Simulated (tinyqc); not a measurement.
Inside a calculation. Method: Hueckel theory of the pi electrons, for the molecule C=C1C=CC=CC=C1 (SMILES; centres numbered as the heavy atoms are written). One step of it, computed by the program tinyqc.

Problem. Orbitals. Diagonalise; E = alpha + x beta with beta < 0, so the largest x are filled first; degenerate levels share their electrons. P = sum n_i c_ri c_si; each orbital has its largest coefficient positive (the first on a tie).

Hueckel matrix in units of beta (H = alpha + beta A), lower triangle:
```
,1C,2C,3C,4C,5C,6C,7C,8C
1C,0.000000
2C,1.000000,0.000000
3C,0.000000,1.000000,0.000000
4C,0.000000,0.000000,1.000000,0.000000
5C,0.000000,0.000000,0.000000,1.000000,0.000000
6C,0.000000,0.000000,0.000000,0.000000,1.000000,0.000000
7C,0.000000,0.000000,0.000000,0.000000,0.000000,1.000000,0.000000
8C,0.000000,1.000000,0.000000,0.000000,0.000000,0.000000,1.000000,0.000000
```

pi electrons, sum of z_r less the charge = 8

Give: x values; occupations; coefficients; charge and bond-order matrix P.

Solution.

x values: 2.0912  1.4427  1.2470  0.2163  -0.4450  -0.7764  -1.8019  -1.9738

occupations: 2.0000  2.0000  2.0000  2.0000  0.0000  0.0000  0.0000  0.0000

coefficients:
```
,MO1,MO2,MO3,MO4,MO5,MO6,MO7,MO8
1C,0.2316,-0.3329,0.0000,0.7006,0.0000,0.5024,0.0000,-0.3039
2C,0.4843,-0.4803,0.0000,0.1515,0.0000,-0.3900,0.0000,0.5998
3C,0.3906,-0.1800,0.4179,-0.3339,0.5211,-0.0998,0.2319,-0.4400
4C,0.3325,0.2206,0.5211,-0.2238,-0.2319,0.4675,-0.4179,0.2687
5C,0.3047,0.4982,0.2319,0.2855,-0.4179,-0.2632,0.5211,-0.0904
6C,0.3047,0.4982,-0.2319,0.2855,0.4179,-0.2632,-0.5211,-0.0904
7C,0.3325,0.2206,-0.5211,-0.2238,0.2319,0.4675,0.4179,0.2687
8C,0.3906,-0.1800,-0.4179,-0.3339,-0.5211,-0.0998,-0.2319,-0.4400
```

charge and bond-order matrix P, lower triangle:
```
,1C,2C,3C,4C,5C,6C,7C,8C
1C,1.3106
2C,0.7564,0.9763
3C,-0.1672,0.4500,0.9422
4C,-0.3064,0.0423,0.7653,0.9617
5C,0.2095,-0.0969,0.0618,0.5363,0.9527
6C,0.2095,-0.0969,-0.3259,0.0529,0.7376,0.9527
7C,-0.3064,0.0423,-0.1058,-0.1246,0.0529,0.5363,0.9617
8C,-0.1672,0.4500,0.2436,-0.1058,-0.3259,0.0618,0.7653,0.9422
```
